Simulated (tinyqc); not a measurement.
Donor level screened by free carriers (Yukawa potential): one step. One-parameter trial function. Three cases, with inputs chosen for the exercise.

Problem. For exp(-z r): E(z) = z^2 - 8 z^3/(2z + x)^2 in Ry*. Scan z = 0.5, 0.6, ..., 1.1, then minimise; first order gives -1 + 2x.

Potential -(q/(eps r)) exp(-ks r), q = e^2/(4 pi eps0). In units Ry* = Ry m/eps^2 and a* = a0 eps/m the problem is [-Laplacian - 2 exp(-x r)/r] psi = E psi with x = ks a*.

Case 1.

x = 0.770749
Ry* = 29.21648 meV

Case 2.

x = 0.592343
Ry* = 30.58447 meV

Case 3.

x = 0.581270
Ry* = 5.55968 meV

Give: Scan (Ry*); best z; E; binding.

Solution.

Case 1.

Scan (Ry*):
```
z    kinetic  potential        E
0.5   0.2500    -0.3189  -0.0689
0.6   0.3600    -0.4449  -0.0849
0.7   0.4900    -0.5823  -0.0923
0.8   0.6400    -0.7288  -0.0888
0.9   0.8100    -0.8825  -0.0725
1.0   1.0000    -1.0421  -0.0421
1.1   1.2100    -1.2065   0.0035
```

best z = 0.720
E = -0.0926 Ry*
binding = 2.70 meV

First order in x would give 0.541 Ry*, a rigid shift by q ks/eps; it overstates the loss of binding by 0.634 Ry*.

Case 2.

Scan (Ry*):
```
z    kinetic  potential        E
0.5   0.2500    -0.3944  -0.1444
0.6   0.3600    -0.5379  -0.1779
0.7   0.4900    -0.6913  -0.2013
0.8   0.6400    -0.8522  -0.2122
0.9   0.8100    -1.0190  -0.2090
1.0   1.0000    -1.1904  -0.1904
1.1   1.2100    -1.3656  -0.1556
```

best z = 0.828
E = -0.2128 Ry*
binding = 6.51 meV

First order in x would give 0.185 Ry*, a rigid shift by q ks/eps; it overstates the loss of binding by 0.397 Ry*.

Case 3.

Scan (Ry*):
```
z    kinetic  potential        E
0.5   0.2500    -0.3999  -0.1499
0.6   0.3600    -0.5446  -0.1846
0.7   0.4900    -0.6990  -0.2090
0.8   0.6400    -0.8609  -0.2209
0.9   0.8100    -1.0285  -0.2185
1.0   1.0000    -1.2007  -0.2007
1.1   1.2100    -1.3765  -0.1665
```

best z = 0.834
E = -0.2217 Ry*
binding = 1.23 meV

First order in x would give 0.163 Ry*, a rigid shift by q ks/eps; it overstates the loss of binding by 0.384 Ry*.

Computed by tinyqc, one run a case: `OMP_NUM_THREADS=1 python tinyqc.py N N+1 out.jsonl` with N = 1281232, 1281246, 1281330; one thread of a shared Intel(R) Xeon(R) Processor @ 2.30GHz, about 0.02 s a run at most.
